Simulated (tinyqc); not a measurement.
Competing polymorphs of an oxide film: bulk, surface, grain-boundary, dopant and field terms: one step, computed by the program tinyqc. Command: `OMP_NUM_THREADS=1 python tinyqc.py 3020284 3020285 out.jsonl polymorph walk`. One thread of a shared host (Intel(R) Xeon(R) Processor @ 2.30GHz), about 0.01 s of CPU time with the checks.

Phases: monoclinic m (reference), polar orthorhombic o, tetragonal t. Free energies per formula unit (f.u.); 1 J/m^2 x angstrom^3/nm = 6.241509 meV.

Question. Phase shares in a spread of grain sizes. With G = b + gamma Omega A (b the bulk free energy per formula unit, A the area per volume), two phases i, j cross at A_ij = (b_j - b_i)/(Omega (gamma_i - gamma_j)); o has a window only if A_mo < A_ot. Grain radii are log-normal by volume with median R and width sigma; the share with A above A* is that with radius below R*, R* = 3/A* (all if A* <= 0), share = (1/2) erfc[-ln(R*/R)/(sqrt 2 sigma)]. Effective permittivity of a layer of thickness h built of such grains, taken in parallel: sum of share x eps; EOT = interlayer + 3.9 h/eps.

Inputs (values chosen for the exercise, for a model oxide):

| quantity | value | unit |
|---|---|---|
| surface energy of m | 3.45 | J/m^2 |
| surface energy of o | 3.07 | J/m^2 |
| surface energy of t | 2.99 | J/m^2 |
| volume per formula unit Omega | 33.9 | angstrom^3 |
| film thickness h | 19 | nm |
| grain radius R | 23 | nm |
| temperature T | 300 | K |
| width sigma of ln R | 0.5 | - |
| interlayer thickness (SiO2) | 0.76 | nm |

Geometry: free particles.

permittivities of m, o, t: 17  28  40

b (meV/f.u.): m 0.00, o 44.94, t 137.20

Give: volume shares; share of o; effective permittivity; equivalent oxide thickness.

Answer.

volume shares: m 0.9982, o 0.0018, t 0.0000

share of o = 0.001805

effective permittivity = 17.02

equivalent oxide thickness = 5.114 nm

One phase holds nearly all the volume.
